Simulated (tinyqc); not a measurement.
Wavelength: periodic multilayer mirror for extreme ultraviolet light.

s polarisation, vacuum above. q_j = sqrt(N_j^2 - sin^2 theta); interface r_jk = (q_j - q_k)/(q_j + q_k) exp(-2 (2 pi/lam)^2 q_j q_k sg^2) (Nevot-Croce; sg = 0 if not given); phase factor of a layer x_j = exp(4 pi i q_j d_j/lam). Each period has the spacer (thickness (1 - Gm) L) on top of the absorber (Gm L). In this recursion R is the amplitude; R in tables and results is the reflectance, its squared modulus. The substrate is of the spacer material. Starting with R = 0 in it, each interface upward gives R -> (r + R x)/(1 + r R x), x that of the layer below the interface (1 for the substrate).

Inputs chosen for the exercise (optical constants near those of Mo and Si at 13.5 nm; not measured data):
- dA = (0.078, 0.0069) (delta and beta of the absorber, N = 1 - delta + i beta)
- dS = (0.001, 0.0018) (delta and beta of the spacer and the substrate)
- L = 7.07 nm (period)
- Gm = 0.41 (absorber share of the period)
- theta = 12 degrees (angle from the normal)
- sg = 0.4 nm (interface roughness)
- Np = 40 (periods)

The optical constants are held fixed.

Reflectance:
```
lam (nm)      R
12.9      0.110
13.0      0.272
13.1      0.496
13.2      0.613
13.3      0.673
13.4      0.704
13.5      0.711
13.6      0.680
13.7      0.533
13.8      0.141
13.9      0.119
14.0      0.135
14.1      0.034
14.2      0.032
14.3      0.063
```

What can be read from this table?

The largest value listed is 0.711 at 13.5 nm, against lam_B = 2 L Re(mean q) = 13.359 nm; the peak lies on the long side, where the nodes of the standing wave fall in the absorber. R exceeds half of that from 13.1 to 13.7 nm of the wavelengths listed, at least 4.4 % of the wavelength; a chain of ten mirrors narrows it, since R^10 falls to half where R has lost only 7 %.

Computed by tinyqc, a small Python program: `OMP_NUM_THREADS=1 python tinyqc.py 1651165 1651166 out.jsonl` (the numbers bound the seed that draws the inputs); one thread of a shared host (Intel(R) Xeon(R) Processor @ 2.30GHz), about 0.01 s for the whole set of steps.
